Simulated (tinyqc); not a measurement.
Biaxially strained (001) channel, valley splitting in an inversion layer: two steps of the calculation.

A thin layer grown on a relaxed buffer is stretched in the plane. The two valleys with their long axis along the growth direction (D2) sink against the four in-plane ones (D4); confinement in a triangular well splits them too. Only the lowest subband of each set is kept; one relaxation time, so the weakening of intervalley scattering is left out.

Parameters, values chosen for the exercise; values close to those of silicon on relaxed silicon-germanium:
- T = 325 K (temperature)
- x = 0.37 (germanium share of the relaxed buffer)
- b1 = 0.0418 (lattice mismatch per unit x)
- c11 = 168 GPa (elastic constant)
- c12 = 63.7 GPa (elastic constant)
- ml = 0.923 m0 (longitudinal mass)
- mt = 0.191 m0 (transverse mass)
- Ns = 1e12 cm^-2 (inversion density)
- bv = 0.384 nm (Burgers vector)

Constants: q = 1.602176634e-19 C, kB = 1.380649e-23 J/K, Vt = kB T/q. Results are converted to the units shown.

Question 1. Critical thickness by substitution. Critical thickness (Matthews-Blakeslee, 60-degree dislocations): h = bv (1 - nu/4)[ln(h/bv) + 1]/(4 pi e_par (1 + nu)), nu = c12/(c11 + c12). The right side gives h(new); e_par = b1 x.

h at the start = 10 nm

Give: h after iteration 1.

Answer 1.

h after iteration 1 = 6.148 nm

Question 2. Share of the light valleys and conductivity mass. EF solves Ns = N2 ln(1 + exp((EF - E2)/Vt)) + N4 ln(1 + exp((EF - E4)/Vt)); f2 is the share in D2, and 1/mc = f2/mt + (1 - f2)(1/mt + 1/ml)/2.

EF = 0.15235069 eV
E2 = 0.19108969 eV
N2 = 4.4690664e12 cm^-2

Find: f2; mc.

Answer 2.

f2 = 0.99999
mc = 0.19100 m0

Computed by the program tinyqc: `OMP_NUM_THREADS=1 python tinyqc.py 2530016 2530017 out.jsonl`, one thread of a shared Intel Xeon 2.30GHz, about 0.01 s for the whole run.
